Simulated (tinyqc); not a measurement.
# Stress in a transistor channel from embedded alloy regions, liners and fins, by half-space elasticity, step by step

A worked calculation. Computed by tinyqc, a small Python program that keeps every step. Command: `OMP_NUM_THREADS=1 python tinyqc.py 3015118 3015119 out.jsonl stressor walk`. One thread of a shared host (Intel(R) Xeon(R) Processor @ 2.30GHz), about 0.01 s of CPU time with the checks. Intermediate numbers are printed to about 6 digits and carried at full precision; extremes and crossings named in words are read from the listed rows.

Plane strain in an isotropic half-space, the same constants everywhere; x along the channel from its centre, y downwards from the free surface; stress is positive in tension.

Inputs (values chosen for the exercise, modelled on silicon): alloy fraction x = 0.0063; lattice change per unit x, beta = -0.466; Young's modulus E = 161 GPa; Poisson ratio nu = 0.22; channel length L = 34 nm; length of each stressor S = 180 nm; recess depth d = 30 nm; depth of the field point y = 2.2 nm; liner stress = 1.8 GPa; liner thickness t = 60 nm; length of a cut fin or stripe = 400 nm; height of the strained layer h = 44 nm; longitudinal piezoresistance coefficient = -31.9 1e-11/Pa; vertical piezoresistance coefficient = 53.3 1e-11/Pa.

Stressor: Si(1-x)C(x) source and drain.

## Misfit and the pressure on the side walls

Misfit e = beta x. A fully constrained inclusion holds the stress -p with p = E e/(1 - 2 nu); a blanket film would hold -E e/(1 - nu) in the plane.

misfit e = -0.0029358

p = -0.844043 GPa

stress of a blanket film = 0.605979 GPa

## Stress at the centre of the channel

A line element dA of misfit at (a, c) in the half-space gives, with C = E e/(2 pi (1 - nu)), X = x - a, r1^2 = X^2 + (y - c)^2, r2^2 = X^2 + Y^2, Y = y + c: s_xx = -C dA {[X^2 - (y - c)^2]/r1^4 + 3 [X^2 - Y^2]/r2^4 + 4 y Y (Y^2 - 3 X^2)/r2^6}, s_yy = C dA {[X^2 - (y - c)^2]/r1^4 - [X^2 - Y^2]/r2^4 + 4 y Y (Y^2 - 3 X^2)/r2^6}. These are integrated over two rectangles, L/2 < |a| < L/2 + S, 0 < c < d (closed form in a, 200 Gauss-Legendre points in c).

s_xx = 620.756 MPa

s_yy = 0.725507 MPa

s_xx over the blanket-film stress = 1.02439

The channel is stretched along its length; s_yy is 0.0012 of s_xx in size and vanishes at the surface.

## Closed form at the surface

At x = y = 0 the integral is s_xx = -(4/pi) [E e/(1 - nu)] [arctan(2 d/L) - arctan(d/(L/2 + S))].

s_xx at the surface = 697.583 MPa

For fixed L and S it is largest at d = sqrt((L/2)(L/2 + S)) = 57.9 nm; d is short of that.

## A stressed liner, as two edge forces

The liner over source and drain ends at the gate, x = -/+ L/2, and pulls there with the force per width F = (liner stress) t along the surface. A tangential line force gives s_xx = (2 F/pi) X^3/(X^2 + y^2)^2 at the distance X; two of them add at the centre, X = L/2. For L > 3.5 y the concentrated force is an upper bound.

edge force F = 108 N/m

s_xx from the liner = 7824.54 MPa

Caution: the real force is spread over several liner thicknesses, so for a channel this short the concentrated force clearly overstates the stress.

## Mobility change, linear estimate

d mu/mu = -(pi_L s_xx + pi_z s_yy) for the embedded regions alone; the stress across the width is left out.

mobility change = 19.7635 %

The vertical stress supplies -0.039 of these points. Caution: beyond a few hundred MPa bulk piezoresistance coefficients no longer describe an inversion layer well.

## Relaxation at the ends of a cut stripe

Shear-lag estimate for a stripe of length l and height h on a like substrate: the stress along it is s(x)/s_film = 1 - cosh(x/lam)/cosh(l/(2 lam)), lam = (pi/2) g h with g = 1.258; mean = 1 - (2 lam/l) tanh(l/(2 lam)).

transfer length lam = 86.9467 nm

share kept at the centre = 0.801528

share kept on average = 0.573915

The ends reach the centre.

## Along the channel and with depth

The formulas are those given above.

Stress (MPa):
```
2x/L  s_xx at y  s_yy at y  s_xx at d/2  s_xx at 1.5 d
0.0     620.756     0.7255      297.614        -6.1616
0.2     619.650     0.5468      299.197        -7.4122
0.4     614.230    -0.2024      305.192       -11.2861
0.6     595.536    -2.9944      318.810       -18.0121
0.8     534.198   -22.1515      342.845       -27.5130
```

Near the surface s_xx changes by -14 % from the centre to 2x/L = 0.8. At the centre, s_xx at half the recess depth is 0.48 of its value at y, and below the recess -0.01. An element acts with the sign of X^2 - (y - c)^2, so its direct term reverses where the offset in depth exceeds the lateral distance, and the image terms that amplify the stress near the surface fade with depth.

## Shrinking the pitch

L and S are scaled together at fixed d, then S alone, then L alone.

S_xx at the centre (MPa):
```
scale  L and S scaled  S alone  L alone
0.35          495.899  463.267  685.001
0.50          594.147  527.536  699.077
0.70          633.537  578.152  678.770
1.00          620.756  620.756  620.756
1.40          565.227  651.529  536.178
2.00          475.730  675.898  427.049
3.00          361.686  695.627  301.305
```

Halving S alone keeps 0.85 of the stress, halving L alone gives 1.13, and halving both 0.96: a shorter channel brings the walls closer, a shorter stressor brings its far wall, which pulls the other way, closer too. Neighbouring devices are left out.

Checks made by the program: surface stress against its closed form; zero normal stress at the surface (relative difference below 1e-10).
